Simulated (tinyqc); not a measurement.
Inside a calculation. Model: p-n junction with a stepped n side, non-linear Poisson equation by Newton steps.

Program tinyqc, `OMP_NUM_THREADS=1 python tinyqc.py 2000105 2000106 out.jsonl`; Intel Xeon 2.30GHz, shared host, one thread, about 0.03 s. Printed values are rounded.

One dimension, p side on the left, n side on the right; net doping C = -Na for x < 0, +N1 for 0 < x < L1 and +Nd beyond. The potential psi is counted from the intrinsic level, and the quasi-Fermi potentials are flat: 0 for holes and -V for electrons, so n = ni exp((psi + V)/Vt) and p = ni exp(-psi/Vt) (Boltzmann statistics, full ionisation, no current).

Values chosen for this exercise; band and dielectric values those of a made-up semiconductor: temperature T = 400 K; band gap Eg = 1.26 eV; relative permittivity eps_r = 13.7; conduction-band density of states at T Nc = 4.14e19 cm^-3; valence-band density of states at T Nv = 4.83e19 cm^-3; acceptor density of the p side Na = 6.6e17 cm^-3; donor density of the n side Nd = 3.2e17 cm^-3; bias of the p side against the n side V = 0.16 V; width of the first n layer L1 = 20 nm; donor density of the first n layer N1 = 1.6e18 cm^-3.

Constants: q = 1.602176634e-19 C, kB = 1.380649e-23 J/K, Vt = kB T/q, eps0 = 8.8541878128e-14 F/cm where lengths are in cm. Results are converted to the units shown.

Range of the model: Flat quasi-Fermi levels over the whole structure hold only for low forward bias and sides short against the diffusion lengths.

## Intrinsic density, end potentials and Debye lengths

ni = sqrt(Nc Nv) exp(-Eg/(2 Vt)), Eg in volts; psi_p = -Vt ln(Na/ni), psi_n = Vt ln(Nd/ni) - V; Debye length sqrt(eps0 eps_r Vt/(q N)).

ni = 5.162061e11 cm^-3
psi_p = -0.4846817 V
psi_n = 0.2997287 V
Debye length, p side = 6.288165 nm
Debye length, n side = 9.030689 nm

## Net doping on the mesh

x, node 0 to 14 (nm): -161  -110  -71.9  -43.4  -22  -6  6  19.2  33.8  49.8  67.5  87  108  132  158

C = -Na for x < 0, +N1 for 0 < x < L1 and +Nd beyond, taken at the nodes.

net doping C, node 0 to 14 (cm^-3): -6.6e17  -6.6e17  -6.6e17  -6.6e17  -6.6e17  -6.6e17  1.6e18  1.6e18  3.2e17  3.2e17  3.2e17  3.2e17  3.2e17  3.2e17  3.2e17

## Couplings between neighbouring nodes

a_i = eps0 eps_r/h_i for the interval from node i to i + 1, with h_i = x_(i+1) - x_i in cm.

coupling a_i, interval 0 to 13 (F/cm^2): 2.378478e-7  3.183789e-7  4.256224e-7  5.668335e-7  7.581398e-7  1.010853e-6  9.189574e-7  8.308382e-7  7.581398e-7  6.853241e-7  6.220635e-7  5.776303e-7  5.054266e-7  4.665476e-7

## Starting potential

The parabolas of an abrupt Na-Nd junction in the depletion approximation: psi_p + q Na (x + xp)^2/(2 eps0 eps_r) for -xp < x < 0, psi_n - q Nd (xn - x)^2/(2 eps0 eps_r) for 0 < x < xn, flat outside, with W = sqrt(2 eps0 eps_r (psi_n - psi_p)(1/Na + 1/Nd)/q), xp = W Nd/(Na + Nd), xn = W Na/(Na + Nd), psi_p = -Vt ln(Na/ni), psi_n = Vt ln(Nd/ni) - V.

psi at the start, node 0 to 14 (V): -0.4846817  -0.4846817  -0.4846817  -0.4846817  -0.4824921  -0.3396486  -0.1093634  0.0992825  0.2442830  0.2997205  0.2997287  0.2997287  0.2997287  0.2997287  0.2997287

## Iteration 1: densities, residual and Jacobian diagonal

n_i = ni exp((psi_i + V)/Vt), p_i = ni exp(-psi_i/Vt), rho_i = p_i - n_i + C_i, g_i = (n_i + p_i)/Vt. Box widths w_i = (h_(i-1) + h_i)/2 in cm. Residual F_i = a_i (psi_(i+1) - psi_i) - a_(i-1) (psi_i - psi_(i-1)) + q rho_i w_i; Jacobian: a_(i-1) and a_i beside the diagonal, b_i = -a_(i-1) - a_i - q g_i w_i on it. The two end nodes are fixed.

```
node    n (cm^-3)    p (cm^-3)
0      4.188066e7       6.6e17
1      4.188066e7       6.6e17
2      4.188066e7       6.6e17
3      4.188066e7       6.6e17
4      4.462733e7  6.193791e17
5      2.814170e9  9.822164e15
6     2.242931e12  1.232371e13
7     9.541996e14  2.896798e10
8     6.405671e16   4.315120e8
9     3.199233e17   8.639957e7
10         3.2e17   8.637886e7
11         3.2e17   8.637886e7
12         3.2e17   8.637886e7
13         3.2e17   8.637886e7
14         3.2e17   8.637886e7
```

```
node  residual F (C/cm^2)  diagonal b (F/cm^2)
1           -2.989299e-17         -1.422310e-5
2           -2.234426e-17         -1.095964e-5
3             1.241124e-9         -8.646518e-6
4             9.488393e-8         -6.708609e-6
5            -2.134884e-8         -1.832909e-6
6             2.819531e-7         -1.929896e-6
7             2.848468e-7         -1.755961e-6
8            -1.570241e-8         -2.044525e-6
9            -4.200299e-8         -3.949131e-6
10          -5.660969e-12         -4.073950e-6
11           2.802489e-17         -4.211677e-6
12           3.113877e-17         -4.429705e-6
13           3.459863e-17         -4.690472e-6
```

## Iteration 1: Newton step

Solve the tridiagonal system a_(i-1) d_(i-1) + b_i d_i + a_i d_(i+1) = -F_i for nodes 1 to 13, with d = 0 on fixed nodes. Each component d is damped to sign(d) Vt ln(1 + |d|/Vt) before it is added.

Newton step d, before damping, node 1 to 13 (V): 0.0000032  0.0001441  0.0037082  0.0542675  0.3522748  0.6191744  0.6060029  0.2530886  0.0391196  0.0067340  0.0010130  0.0001337  0.0000144
psi after iteration 1, node 0 to 14 (V): -0.4846817  -0.4846785  -0.4845379  -0.4811597  -0.4498978  -0.2563123  -0.0079377  0.2000066  0.3174047  0.3258629  0.3058798  0.3007271  0.2998622  0.2997431  0.2997287

## Iteration 2: densities, residual and Jacobian diagonal

As before.

```
node    n (cm^-3)    p (cm^-3)
0      4.188066e7       6.6e17
1      4.188458e7  6.599382e17
2      4.205575e7  6.572523e17
3      4.638618e7  5.958938e17
4      1.148873e8  2.405944e17
5     3.157484e10  8.754196e14
6     4.253282e13  6.498802e11
7     1.772992e16   1.559017e9
8     5.343885e17   5.172498e7
9     6.830079e17   4.046986e7
10    3.825161e17   7.226162e7
11    3.294039e17   8.391290e7
12    3.212415e17   8.604503e7
13    3.201338e17   8.634277e7
14         3.2e17   8.637886e7
```

```
node  residual F (C/cm^2)  diagonal b (F/cm^2)
1           -9.142711e-14         -1.422182e-5
2           -7.290806e-11         -1.091711e-5
3            -9.343521e-9         -7.903074e-6
4             3.387628e-9         -3.416217e-6
5            -4.353930e-8         -1.774690e-6
6             2.630120e-7         -1.930063e-6
7             2.588225e-7         -1.864347e-6
8            -1.436800e-7         -5.389350e-6
9            -1.181075e-7         -6.792841e-6
10           -8.140506e-9         -4.614433e-6
11          -3.452877e-10         -4.300190e-6
12          -8.153879e-12         -4.442689e-6
13          -1.278557e-13         -4.692026e-6
```

## Iteration 2: Newton step

As before.

Newton step d, before damping, node 1 to 13 (V): 0.0000024  0.0001097  0.0029832  0.0579948  0.2546289  0.4466113  0.3717080  0.0285895  -0.0146022  -0.0040238  -0.0006745  -0.0000907  -0.0000098
psi after iteration 2, node 0 to 14 (V): -0.4846817  -0.4846760  -0.4844284  -0.4782986  -0.4158851  -0.1830065  0.0829223  0.2850328  0.3382241  0.3136880  0.3020741  0.3000590  0.2997717  0.2997333  0.2997287

## Course of the Newton iteration

Stop when the largest undamped |d| is below 1e-9 V, or after 80 iterations.

Course of the iteration:
```
iteration  largest |F| (C/cm^2)  largest |d| (V)  at node
1                       2.85e-7            0.619        6
2                       2.63e-7            0.447        6
3                       2.40e-7            0.247        6
4                       2.00e-7            0.126        6
5                       1.28e-7           0.0648        6
6                       5.42e-8           0.0212        6
7                       9.30e-9          3.03e-3        6
8                      2.71e-10          7.90e-5        6
9                      2.27e-13          7.48e-8        5
10                     1.89e-19         9.30e-14        5
```

Converged in 10 iterations. Once the step is below 0.1 Vt, 3 more iteration(s) reach the threshold: near the solution the error is roughly squared each time.

## Converged densities, field and charge

converged psi, node 0 to 14 (V): -0.4846817  -0.4846765  -0.4844500  -0.4787365  -0.4007090  -0.1043684  0.2643370  0.3436067  0.3087465  0.3014831  0.3000299  0.2997740  0.2997347  0.2997294  0.2997287

n and p as above; field E_i = -(psi_(i+1) - psi_i)/h_i on each interval; charge on either side of the peak Q = eps0 eps_r |E|max (Gauss).

```
node    n (cm^-3)    p (cm^-3)
0      4.188066e7       6.6e17
1      4.188697e7  6.599007e17
2      4.216320e7  6.555773e17
3      4.976451e7  5.554407e17
4      4.786554e8  5.774767e16
5     2.592690e12  1.066122e13
6     1.146129e17   2.411703e8
7     1.142849e18   2.418626e7
8     4.156892e17   6.649496e7
9     3.367085e17   8.209249e7
10    3.228079e17   8.562751e7
11    3.204206e17   8.626548e7
12    3.200555e17   8.636389e7
13    3.200060e17   8.637725e7
14         3.2e17   8.637886e7
```

field E, interval 0 to 13 (kV/cm): -0.0010  -0.0595  -2.0047  -36.4615  -185.2129  -307.2545  -60.0529  23.8769  4.5396  0.8210  0.1312  0.0187  0.0022  0.0002
peak |E| = 307.2545 kV/cm
charge Q = 372.7069 nC/cm^2

A mesh of more than 1000 nodes gives a peak field of 306.8 kV/cm; the 15-node value is 0.15 % above it.
